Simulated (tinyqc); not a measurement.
n-type polysilicon, carrier trapping at grain boundaries: one step of the calculation.

One-dimensional grains of size Lg, uniform ionised doping N, monovalent traps Qt at each boundary at a depth Et below (for electrons) or above (for holes) the band edge there, abrupt depletion of width W on each side of a boundary, Boltzmann statistics. xi is the distance from the band edge at the grain centre to the Fermi level. Trapped charge Qt/(1 + exp((xi + VB - Et)/Vt)) = 2 N W, barrier VB = q N W^2/(2 eps0 eps_r).

Task. Depletion width, Fermi level and barrier. If the trap equation with xi = Vt ln(NB/N) has a root W < Lg/2, the grain is partly depleted; otherwise W = Lg/2 and the trap equation gives xi = Et - VB + Vt ln(Qt/(N Lg) - 1). N* = Qt/Lg.

Parameters, values chosen for the exercise; values of the order met in polycrystalline silicon:
```
symbol   value   unit                                                              meaning
T          300      K                                                          temperature
eps_r     11.7                                                       relative permittivity
NB      2.8e19  cm^-3                               conduction-band density of states at T
Lg          61     nm                                                           grain size
Qt      6.4e11  cm^-2                                     trap density of a grain boundary
Et        0.36     eV  depth of the trap level from the majority band edge at the boundary
N       4.8e16  cm^-3                                                               doping
```

Constants: q = 1.602176634e-19 C, kB = 1.380649e-23 J/K, Vt = kB T/q, eps0 = 8.8541878128e-14 F/cm where lengths are in cm. Results are converted to the units shown.

Wanted: N*; W; xi; VB; share of traps filled.

Result.

N* = 1.0492e17 cm^-3
W = 30.500 nm
xi = 0.32988 V
VB = 0.034529 V
share of traps filled = 0.45750

N is 0.458 N*, and the grain is fully depleted; VB = 1.34 Vt.

Numbers from tinyqc (`OMP_NUM_THREADS=1 python tinyqc.py 2830235 2830236 out.jsonl`; about 0.01 s on one thread of a shared Intel Xeon 2.30GHz).
